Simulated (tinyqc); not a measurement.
Growth of a silicide layer between metal and silicon: linear-parabolic kinetics, ramp anneals and Kissinger analysis: one step, computed by the program tinyqc.

One compound layer of thickness x grows by diffusion through itself and reaction at an interface, dx/dt = 1/(2x/K + 1/v), until the metal is used up at x = a h.

Question. Ramp anneal. K = K0 exp(-E/(k_B T)), v = v0 exp(-E_v/(k_B T)). Temperatures in kelvin are T(C) + 273.15. Ramp from x = 0 at 100 C at the rate beta: dx/dT = (1/beta)/(2x/K + 1/v), integrated adaptively (tolerance 1e-9) until x = a h at T_f.

Inputs (values chosen for the exercise, modelled on TiSi2):

| quantity | value | unit |
|---|---|---|
| prefactor of the parabolic constant K | 1.1e+11 | nm^2/s |
| activation energy E of K | 1.72 | eV |
| prefactor of the interface velocity v | 1.1e+10 | nm/s |
| activation energy E_v | 1.89 | eV |
| ramp rate beta | 0.5 | C/s |

final thickness = 23.594 nm

Constants: k_B = 8.617333262e-05 eV/K.

Give: completion temperature T_f.

Answer.

completion temperature T_f = 641.3 C
